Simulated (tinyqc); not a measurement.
## Thickness from the transmission

Problem. A dielectric of barrier phi1 and mass m1 carries the voltage V, so U = phi1 - V x/t1. At E = 0 the WKB exponent is S = (4 t1/(3 V)) sqrt(m1/C) [phi1^1.5 - max(phi1 - V, 0)^1.5], C = hbar^2/(2 m0), and T = exp(-S). Find S, t1 and the field.

Inputs (values chosen for the exercise):
```
symbol,value,unit,meaning
phi1,2.49,eV,barrier of layer 1 above the emitter Fermi level at zero bias
m1,0.39,m0,tunnelling mass of layer 1
V,1.3,V,voltage across the dielectric
```

Constants: q = 1.602176634e-19 C, hbar = 1.054571817e-34 J s, m0 = 9.1093837015e-31 kg, hbar^2/(2 m0) = 0.0380998212 eV nm^2. Results are converted to the units shown.

T at E = 0 = 2.3797314e-12

Answer. At fixed V the exponent is proportional to t1.

S = 26.76
t1 = 3.100 nm
field = 4.194 MV/cm

Computed by the program tinyqc: `OMP_NUM_THREADS=1 python tinyqc.py 2540077 2540078 out.jsonl`, one thread of a shared Intel Xeon 2.30GHz, about 0.01 s for the whole run.
